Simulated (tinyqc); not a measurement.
# Energy and delay of logic against supply voltage: two studies

One expression serves below and above threshold: I(Vg) = Ik [ln(1 + exp((Vg - VT + dd V)/(al nf Vt)))]^al, with I_on = I(V) and I_off = I(0). Gate delay td = kd C V/I_on, clock period LD td. Per gate and cycle the switching energy is act C V^2 and the leakage energy I_off V LD td. No short-circuit current, no variation. Minima are sought above 0.09 V; below a few Vt gates no longer switch and the model has no meaning.

Values chosen for this exercise; values of the order met in logic technologies: temperature T = 330 K; threshold voltage at zero drain bias VT = 0.4 V; slope factor nf = 1.27; barrier lowering per volt of supply dd = 0.06; specific current of a gate Ik = 1 uA; exponent of the current law al = 1.59; load capacitance of a gate C = 0.59 fF; delay factor kd = 1.1; logic depth LD = 20; activity factor act = 0.1.

Constants: q = 1.602176634e-19 C, kB = 1.380649e-23 J/K, Vt = kB T/q. Results are converted to the units shown.

Each table varies one quantity; the others keep the values above.

## Energy and delay against supply voltage

EDP = energy times td.

Energy and delay against supply voltage:
```
V (V)	I_on (uA)	I_off (nA)	td (ps)	switching (aJ)	leakage (aJ)	energy (aJ)	EDP (fJ ps)
0.15	0.001250	0.01985	7.791e4	1.327	4.639	5.967	464.9
0.27	0.03859	0.02423	4541	4.301	0.5940	4.895	22.23
0.38	0.5903	0.02908	417.8	8.520	0.09234	8.612	3.598
0.5	3.924	0.03549	82.69	14.75	0.02935	14.78	1.222
0.62	10.89	0.04331	36.94	22.68	0.01984	22.70	0.8386
0.73	19.67	0.05199	24.09	31.44	0.01829	31.46	0.7579
0.85	31.32	0.06345	17.61	42.63	0.01900	42.65	0.7512
0.97	44.88	0.07742	14.03	55.51	0.02107	55.53	0.7790
1.08	58.83	0.09293	11.91	68.82	0.02391	68.84	0.8202
1.2	75.59	0.1134	10.30	84.96	0.02804	84.99	0.8756
```

Read the table: what changes, and by how much?

td falls from 77900 to 10.3 ps; the energy goes from 5.97 through a minimum of 4.90 (at V = 0.27 V among the rows listed) to 85.0 aJ and the EDP goes from 465 through a minimum of 0.751 (at V = 0.85 V among the rows listed) to 0.876 fJ ps. The exact minima lie at V = 0.221 V for the energy and 0.803 V for the EDP. Going from 1.2 V to the energy minimum saves a factor of 19.6 in energy and costs a factor of 1440 in delay. Below the minimum the leakage energy rises faster than the switching energy falls, because the clock period grows so steeply.

## Optimum supplies against the threshold voltage at zero drain bias

Same model as above.

V_min minimises the energy and V_EDP the product of energy and td.

Results:
```
VT (V)	V_min (V)	energy at V_min (aJ)	leakage share (%)	clock at V_min (MHz)	V_EDP (V)	clock at V_EDP (GHz)
0.15	0.2098	8.755	70.34	707.1	0.4079	2.383
0.2	0.2190	6.187	54.26	358.4	0.4430	2.040
0.25	0.2205	5.086	43.58	139.6	0.5123	2.012
0.35	0.2208	4.420	34.92	12.73	0.7026	2.351
0.4	0.2208	4.337	33.66	3.378	0.8027	2.542
0.45	0.2208	4.302	33.11	0.8676	0.9031	2.726
0.5	0.2208	4.287	32.87	0.2197	1.004	2.901
0.55	0.2208	4.281	32.78	0.05526	1.104	3.069
```

Estimate the missing row, VT = 0.3 V.

Computed row:
```
VT (V)	V_min (V)	energy at V_min (aJ)	leakage share (%)	clock at V_min (MHz)	V_EDP (V)	clock at V_EDP (GHz)
0.3	0.2208	4.618	37.75	44.86	0.6039	2.160
```

With this row back in the table: As VT goes from 0.15 to 0.55, V_min rises from 0.210 to 0.221 V, the energy there falls from 8.75 to 4.28 aJ, the clock there falls from 707 to 0.0553 MHz and V_EDP rises from 0.408 to 1.10 V. V_min lies below VT for VT = 0.25, 0.3, 0.35, 0.4, 0.45, 0.5, 0.55 V. As VT grows, I_on too becomes a subthreshold current, VT cancels more and more from the energy, and it mainly sets the clock.

Computed by the program tinyqc: `OMP_NUM_THREADS=1 python tinyqc.py 2082013 2082014 out.jsonl`, one thread of a shared Intel Xeon 2.30GHz, about 0.01 s for the whole run.
